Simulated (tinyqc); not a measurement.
A stack of flat layers between unequal leads with mass mismatch, transfer matrices: one step of the calculation.

One electron of energy E comes from the left lead (band edge 0); no transverse momentum. Parabolic bands, masses in units of m0, C = hbar^2/(2 m0); psi and psi'/m are continuous at every interface. The layers follow each other from left to right, then the right lead.

Problem. Matrices of the layers. For the pair (psi, psi'/m) a flat layer has M = [[cos kd, (m/k) sin kd], [-(k/m) sin kd, cos kd]] with k = sqrt(m (E - U)/C) above its edge U, and M = [[cosh Kd, (m/K) sinh Kd], [(K/m) sinh Kd, cosh Kd]] with K = sqrt(m (U - E)/C) below it. M12 is in nm, M21 in 1/nm.

Inputs (values chosen for the exercise); masses and band edges of a made-up stack:

| symbol | value | unit | meaning |
|---|---|---|---|
| U | [-0.02, 0.2, 0.06] | eV | band edges of the layers, left to right |
| m | [0.099, 0.096, 0.11] | m0 | masses of the layers |
| d | [1.1, 2.5, 0.8] | nm | widths of the layers |
| E | 0.408 | eV | electron energy |

Constants: q = 1.602176634e-19 C, hbar = 1.054571817e-34 J s, m0 = 9.1093837015e-31 kg, hbar^2/(2 m0) = 0.0380998212 eV nm^2. Results are converted to the units shown.

Find: M of layer 1; M of layer 2; M of layer 3.

Solution.

M of layer 1:
```
         1         2
1  0.39931  0.086068
2  -9.7662   0.39931
```

M of layer 2:
```
          1         2
1  -0.23680   0.12884
2   -7.3266  -0.23680
```

M of layer 3:
```
         1         2
1  0.69535  0.078868
2  -6.5488   0.69535
```

Program tinyqc, `OMP_NUM_THREADS=1 python tinyqc.py 2560012 2560013 out.jsonl`; Intel Xeon 2.30GHz, shared host, one thread, about 0.01 s.
